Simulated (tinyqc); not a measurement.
Capillary instabilities by surface diffusion: grooving and agglomeration of films, edge retraction, wire break-up and smoothing of roughness: one step, computed by the program tinyqc. Command: `OMP_NUM_THREADS=1 python tinyqc.py 3009260 3009261 out.jsonl dewet walk`. One thread of a shared host (Intel(R) Xeon(R) Processor @ 2.30GHz), about 0.01 s of CPU time with the checks.

Isotropic surface energy; shapes change by surface diffusion alone.

Problem. Retraction of a straight edge. A rim shaped as a circular segment with contact angle theta holds the area h x; its radius r obeys r^2 (theta - sin theta cos theta) = h x. To advance, the edge must carry a strip of the rim height H = r (1 - cos theta) over the rim, driven by the curvature 1/r over the distance r theta (the scaling argument of Brandon and Bradshaw): H dx/dt = B/(theta r^2) gives x^(5/2) = (5/2) B t c^(3/2)/(theta (1 - cos theta) h^(3/2)), c = theta - sin theta cos theta.

Inputs (values chosen for the exercise, for a model film):

| quantity | value | unit |
|---|---|---|
| contact angle on the substrate theta | 75 | degrees |
| temperature T | 855 | K |
| time t | 160 | s |
| film thickness h | 6.4 | nm |

B = 231.4263 nm^4/s

Give: retraction x; rim height H; present speed.

Solution.

retraction x = 33.348 nm

rim height H = 10.522 nm

present speed = 0.083371 nm/s

The rim is 1.6 times the film thickness. x goes as t^(2/5) h^(-3/5): thin films retract faster.
